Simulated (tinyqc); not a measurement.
Quasi-harmonic thermal expansion with mode Grueneisen parameters: one step, computed by the program tinyqc. Command: `OMP_NUM_THREADS=1 python tinyqc.py 3026825 3026826 out.jsonl qha walk`. One thread of a shared host (Intel(R) Xeon(R) Processor @ 2.30GHz), about 0.02 s of CPU time with the checks.

A crystal with two atoms a cell; per atom there are 1 transverse acoustic (TA), 1/2 longitudinal acoustic (LA) and 3/2 optical (O) modes. Every frequency of group i scales as nu_i (V/V0)^(-gamma_i). Each group has one frequency. Static energy: E = (9 V0 B0/16) [y^3 B' + y^2 (2 - 4 y)], y = (V0/V)^(2/3) - 1, with pressure P_s = (3 B0/2) (z^7 - z^5) [1 + (3/4)(B' - 4)(z^2 - 1)], z = (V0/V)^(1/3).

Problem. Properties at the equilibrium volume. For a mode with x = h nu/(k_B T), n = 1/(exp(x) - 1): U = h nu (n + 1/2), C/k_B = x^2 n (n + 1); U_i and C_i sum these over group i with its weight per atom. Phonon pressure P_ph = sum_i gamma_i U_i/V. B_T = -V d(P_s + P_ph)/dV at fixed T (central difference, step 1e-4 V); alpha_V = sum gamma_i C_i k_B/(B_T V), all at V(T); the linear coefficient is alpha_L = alpha_V/3. C_P - C_V = alpha_V^2 B_T V T; the optical frequency is nu_O (V/V0)^(-gamma_O).

Inputs (values chosen for the exercise, modelled on diamond):
```
quantity                       value             unit
static volume V0                5.67  angstrom^3/atom
static bulk modulus B0           459              GPa
static B'                       3.72                -
frequency nu_TA                 20.8              THz
frequency nu_LA                 30.9              THz
frequency nu_O                  34.9              THz
Grueneisen parameter gamma_TA   0.37                -
Grueneisen parameter gamma_LA   0.93                -
Grueneisen parameter gamma_O     1.1                -
temperature T                    120                K
```

Acoustic groups: Einstein.

volume V(T) = 5.727705 angstrom^3/atom

Constants: h x 1 THz = 4.135667696 meV; k_B = 8.617333262e-05 eV/K; 1 eV/angstrom^3 = 160.2176634 GPa.

Give: volume change from V0; isothermal bulk modulus B_T; linear expansion coefficient; C_V; C_P - C_V; optical frequency at V(T).

Solution.

volume change from V0 = 1.018 %

isothermal bulk modulus B_T = 451.1 GPa

linear expansion coefficient = 0.01256 ppm/K

C_V = 0.01794 k_B/atom

C_P - C_V = 3.189e-08 k_B/atom

optical frequency at V(T) = 34.51 THz

Caution: k_B T is far below h nu_TA; one frequency a group leaves out the long acoustic waves, so heat capacity and expansion coefficient come out far too small in size.
